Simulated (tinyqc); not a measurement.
Vertical double-diffused power MOSFET, components of the on-resistance: On-resistance against the temperature.

Stripe cells of pitch Wp + a, two channels a cell. Current flows through the channels, spreads in the accumulation layer, passes the gap between the p bodies and spreads at 45 degrees into the drift layer below them. Low drain voltage, full ionisation.

Triangular field at breakdown with Ec = Kc N^(1/8): BV = eps0 eps_r Ec^2/(2 q N), so N = (eps0 eps_r Kc^2/(2 q BV))^(4/3); W = 2 BV/Ec; mu = mud (T/300 K)^(-bt); rho = 1/(q mu N); ideal resistance rho W. Pitch p = Wp + a, Cox = 3.9 eps0/tox; zero-bias depletion in the gap w0 = sqrt(2 eps0 eps_r Vbi/(q N Nj)), open gap g = a - 2 w0; R_ch = Lc p/(2 mch Cox Vov); R_acc = 0.6 a p/(4 mac Cox Vov), 0.6 being an empirical factor for current leaving the layer along its length; R_gap = (rho/Nj) xp p/g; spreading depth t = min(W, (p - g)/2); R_drift = (rho p/2) ln((g + 2 t)/g) + rho (W - t); R_on = the sum with Rs.

Inputs (values chosen for the exercise); bulk values close to those of 4H silicon carbide: relative permittivity eps_r = 9.72; critical-field constant Kc = 23000 V/cm per (cm^-3)^(1/8); rated breakdown voltage of the drift layer BV = 1700 V; drift mobility at 300 K mud = 831 cm^2/(V s); temperature exponent of the drift mobility bt = 2.1; gate oxide thickness (eps_r 3.9) tox = 79 nm; gate overdrive Vov = 14 V; channel mobility mch = 55 cm^2/(V s); accumulation-layer mobility mac = 130 cm^2/(V s); channel length Lc = 1.2 um; width of the p body in one cell, channels included Wp = 7 um; gap between neighbouring p bodies a = 1.4 um; depth of the p body xp = 0.8 um; doping of the gap over the drift doping Nj = 5; built-in voltage of the body junction Vbi = 2.95 V; substrate and contact resistance Rs = 0.32 mohm cm^2.

Constants: q = 1.602176634e-19 C, eps0 = 8.8541878128e-14 F/cm where lengths are in cm. Results are converted to the units shown.

The same in every row: R_ch (mohm cm^2) = 1.497; R_acc (mohm cm^2) = 0.2217.

On-resistance against the temperature:
```
T (K)	R_gap (mohm cm^2)	R_drift (mohm cm^2)	R_on (mohm cm^2)	ideal (mohm cm^2)	largest term
250	0.1050	1.376	3.521	0.9909	channel
290	0.1434	1.880	4.062	1.353	drift
330	0.1882	2.466	4.693	1.775	drift
370	0.2393	3.135	5.414	2.257	drift
410	0.2968	3.890	6.226	2.800	drift
450	0.3609	4.729	7.130	3.405	drift
490	0.4316	5.656	8.126	4.072	drift
```

Read the table: what changes, and by how much?

R_on rises from 3.52 to 8.13 mohm cm^2. The channel term is the largest at T = 250, the drift term from 290 on. R_on is 3.55 times the ideal drift resistance in the first row and 2.00 times in the last. Only the drift mobility depends on T in this model.

Computed by the program tinyqc: `OMP_NUM_THREADS=1 python tinyqc.py 2230067 2230068 out.jsonl`, one thread of a shared Intel Xeon 2.30GHz, about 0.01 s for the whole run.
